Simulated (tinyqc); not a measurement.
Angle of incidence: thin-film optics by transfer matrices.

Indices N = n + i k. Snell: N0 sin(theta) = N_j sin(theta_j), with Im(N_j cos theta_j) >= 0. Admittance y_j = N_j cos theta_j for s and N_j/cos theta_j for p. Phase delta_j = 2 pi N_j cos theta_j d_j/lambda. Layer matrix [[cos delta, -i sin delta/y], [-i y sin delta, cos delta]], multiplied from the top down to M. (B, C) = M (1, y_sub); r = (y0 B - C)/(y0 B + C), R = |r|^2, T = 4 Re y0 Re y_sub/|y0 B + C|^2, absorbed in the films 1 - R - T.

Ellipsometry: rho = tan(Psi) exp(i Delta) = -conj(r_p/r_s) with the r of the admittance formula, Delta in 0 to 360 degrees, so that a bare dielectric at small angles gives Delta = 180.

Inputs chosen for the exercise (indices near those of resist on Si; the results hold for these values, not for the real material):
- lam = 365 nm (vacuum wavelength)
- n0 = 1 (ambient index)
- n = (1.693, 6.463) (n of resist, substrate)
- k = (0.026, 2.792) (k in the same order)
- d = (126) nm (thicknesses, top first)

Both polarisations.

Stack:
```
theta (degrees),R_s,R_p,Psi,Delta
0,0.4447,0.4447,45.00,180.00
15,0.4653,0.4450,44.36,178.08
30,0.5232,0.4352,42.37,173.35
45,0.6064,0.3880,38.66,168.77
55,0.6706,0.3184,34.57,167.85
60,0.7056,0.2682,31.65,168.55
65,0.7433,0.2064,27.79,170.31
70,0.7845,0.1338,22.44,173.60
75,0.8304,0.0570,14.68,180.19
80,0.8815,0.0035,3.59,223.75
85,0.9382,0.0920,17.38,348.34
```

R_s and R_p agree at normal incidence (0.4447). R_p is lowest at 80 degrees of those listed (0.0035), where R_s = 0.8815; the top face alone would stop reflecting p light at arctan(n/n0) = 59.4 degrees, while the layers and the substrate below set where the minimum falls. R_s rises steadily with the angle.

Run: tinyqc, `OMP_NUM_THREADS=1 python tinyqc.py 1681287 1681288 out.jsonl`; Intel(R) Xeon(R) Processor @ 2.30GHz, one thread, shared host; about 0.01 s of CPU time with all checks.
